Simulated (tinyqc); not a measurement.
Precursor delivery by bubblers, mass-transport growth and the solid composition of a III-V alloy: one step, computed by the program tinyqc.

1 sccm = 44.615 micromol/min; 1 torr = 133.322 Pa. The sources decompose fully at the surface.

Question. Bubblers. log10 p_v = a - b/T_bath; molar flow = F x 44.615 x p_v/(p_b - p_v) for a saturated bubbler.

Inputs (values chosen for the exercise, modelled on trimethylgallium (source 1) and trimethylindium (source 2) for the vapour pressures):

| quantity | value | unit |
|---|---|---|
| bath temperature T1 | 275 | K |
| bath temperature T2 | 303 | K |
| bubbler pressure p_b | 760 | torr |
| carrier flow F1 | 23 | sccm |
| carrier flow F2 | 56 | sccm |

constants a, b of source 1 (log10 torr, K): 8.101  1703

constants a, b of source 2 (log10 torr, K): 10.5  3014

Give: vapour pressure 1; molar flow 1; vapour pressure 2; molar flow 2.

Answer.

vapour pressure 1 = 80.96 torr

molar flow 1 = 122.3 micromol/min

vapour pressure 2 = 3.571 torr

molar flow 2 = 11.80 micromol/min

One kelvin of bath error changes flow 1 by 5.8 % and flow 2 by 7.6 %.
